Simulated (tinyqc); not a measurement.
Printed widths: electron-beam lithography: double-Gaussian proximity function, edge placement and dose correction for parallel lines. Computed by tinyqc, a small Python program. Command: `OMP_NUM_THREADS=1 python tinyqc.py 3110238 3110239 out.jsonl proximity walk`. One thread of a shared host (Intel(R) Xeon(R) Processor @ 2.30GHz), about 0.01 s of CPU time with the checks.

Lines are infinitely long. Absorbed energy is counted so that the middle of a very large area written at dose 1 receives 1; the resist develops where it exceeds 1/2.

Inputs (values chosen for the exercise, of the order of those for 30 keV electrons in resist on silicon): forward range alpha = 0.02 micrometre; backscatter range beta = 4.1 micrometre; backscatter ratio eta = 1.

line widths (micrometre): 0.035  2.5  0.53  0.046

gaps between the lines (micrometre): 0.68  0.32  0.18

Method:
- The first line starts at x = 0; each next one starts after the width and the gap.
- f(r) = [exp(-r^2/alpha^2)/alpha^2 + eta exp(-r^2/beta^2)/beta^2]/(pi (1 + eta)). A line from a to b at dose d gives E(x) = d [S(alpha) + eta S(beta)]/(1 + eta), S(s) = [erf((b - x)/s) - erf((a - x)/s)]/2.
- M_ij is the mean of E at the two edges of line i from line j at dose 1.
- Uncorrected edge energies are M 1. Solve M d = 1/2 for the doses d that put the mean edge energy of every line at the threshold.
- Edges are the roots of E(x) = 1/2 between a line centre and the middle of the next gap. Three cases: dose 1 everywhere; one common dose equal to the mean of d; the corrected doses.

Lines (micrometre):
```
line  left edge  right edge  centre
1         0.000       0.035  0.0175
2         0.715       3.215  1.9650
3         3.535       4.065  3.8000
4         4.245       4.291  4.2680
```

corrected doses: 1 1.30753, 2 1.14595, 3 1.17653, 4 1.24375

Width error, printed less drawn (nm):
```
line  drawn width (nm)   dose 1  mean dose  corrected
1                   35  -16.611    -1.4434   0.000190
2                 2500   -9.359     3.5169   0.000420
3                  530  -10.404     2.5462   0.002054
4                   46  -12.807     0.4707   0.000232
```

With the common mean dose the errors span 5.0 nm. With corrected doses the largest error is below 0.01 nm.

Extremes, crossings and ranges named in words are read from the listed rows.
